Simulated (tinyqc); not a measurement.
The integration grid: Kohn-Sham PBE on finer and finer grids in the sto-3g basis, for H6, spin multiplicity 1. Computed by the program tinyqc with PySCF. Self-consistent on each grid; the net force on the molecule should vanish.

Geometry (angstrom):

| atom | x | y | z |
|---|---|---|---|
| H | 0.0000 | 0.0000 | 0.0000 |
| H | 0.0000 | 0.0000 | 0.7090 |
| H | 0.0000 | 0.0000 | 1.6880 |
| H | 0.0000 | 0.0000 | 2.3970 |
| H | 0.0000 | 0.0000 | 3.3770 |
| H | 0.0000 | 0.0000 | 4.0860 |

Kohn-Sham energy on Becke grids (radial x angular points per atom):

| grid | points | residual of the electron count | E (hartree) | E - finest (mhartree) | largest net force without grid terms (hartree/bohr) |
|---|---|---|---|---|---|
| 10 x 14 | 804 | 1.13e-02 | -3.37741 | -11.27322 | 6.17e-08 |
| 15 x 26 | 2285 | -3.07e-02 | -3.35992 | 6.21897 | 1.31e-06 |
| 20 x 50 | 5925 | 1.63e-04 | -3.36615 | -0.00651 | 1.31e-07 |
| 30 x 86 | 15369 | -7.32e-05 | -3.36613 | 0.01466 | 1.10e-08 |
| 50 x 194 | 58005 | 5.42e-08 | -3.36614 | -3.53e-05 | 8.86e-11 |
| 75 x 302 | 135614 | -8.63e-09 | -3.36614 | 0.00000 | 2.14e-13 |
| 120 x 590 | 423439 | -1.66e-12 | -3.36614 | 0.00000 | 3.19e-14 |

What does the comparison show, and why?

The energy is within 0.1 mhartree of the finest grid first at 20 x 50. The error has both signs, since quadrature is not variational. The net force vanishes by symmetry here, so only the electron count signals a poor grid.
